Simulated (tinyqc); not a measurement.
Resistance of a tapered via with liner, size effect and interface: two steps of the calculation.

A round via whose diameter grows from db at the bottom as D(z) = db + 2 z/tan(ang). The fill, of diameter D - 2 tl, starts above the bottom liner (thickness fb tl) and has rho = rho0 (1 + ks lam/(D - 2 tl)); the sidewall liner conducts in parallel with it. The bottom liner and the interface are crossed over the full area pi db^2/4. Spreading in the lines above and below is left out.

Inputs (values chosen for the exercise); fill metal close to tungsten:
- db = 21 nm (diameter at the bottom)
- hv = 47 nm (height)
- ang = 87 degrees (sidewall angle)
- rho0 = 5.42 uohm cm (bulk resistivity of the fill)
- lam = 15.5 nm (mean free path of the fill)
- ks = 1.4 (size-effect factor)
- tl = 2.6 nm (liner on the sidewall)
- fb = 0.5 (liner at the bottom over that on the sidewall)
- rl = 470 uohm cm (resistivity of the liner)
- ri = 2.1e-12 ohm cm^2 (interface resistivity at the bottom)
- Sb = 9.1e14 S/m^2 (ballistic conductance per area, about 3/(4 rho0 lam))

Task 1. Slices of the via. Slices between z0 = fb tl and hv, evaluated at their midpoints: conductance per length pi/4 [(D - 2 tl)^2/rho + (D^2 - (D - 2 tl)^2)/rl], slice resistance = slice height over that. 6 slices.

Give: z; D; rho; slice resistance.

Result 1.

| slice | z (nm) | D (nm) | rho (uohm cm) | slice resistance (ohm) |
|---|---|---|---|---|
| 0 | 5.108 | 21.54 | 12.62 | 4.497 |
| 1 | 12.72 | 22.33 | 12.28 | 3.985 |
| 2 | 20.34 | 23.13 | 11.98 | 3.553 |
| 3 | 27.96 | 23.93 | 11.70 | 3.184 |
| 4 | 35.58 | 24.73 | 11.44 | 2.868 |
| 5 | 43.19 | 25.53 | 11.21 | 2.594 |

Task 2. Total resistance. R_fill = sum of the slices; R_bottom = rl fb tl/(pi db^2/4); R_interface = ri/(pi db^2/4); ballistic (Sharvin) limit 1/(Sb pi (db - 2 tl)^2/4); ideal cylinder rho0 hv/(pi db^2/4).

| slice | slice resistance (ohm) |
|---|---|
| 0 | 4.4972719 |
| 1 | 3.9852964 |
| 2 | 3.5525301 |
| 3 | 3.1838659 |
| 4 | 2.8675671 |
| 5 | 2.5944162 |

Give: parts; R; shares; ballistic limit; ideal cylinder.

Result 2.

parts (ohm): fill 20.68, bottom liner 17.64, interface 0.6063
R = 38.93 ohm
shares (%): fill 53.13, bottom liner 45.32, interface 1.56
ballistic limit = 5.605 ohm
ideal cylinder = 7.355 ohm

The fill is the largest part, and R is 5.29 times the ideal cylinder. With 2000 slices R = 38.943 ohm.

tinyqc, about 0.01 s, one thread, Intel Xeon 2.30GHz (shared host): `OMP_NUM_THREADS=1 python tinyqc.py 2750077 2750078 out.jsonl`
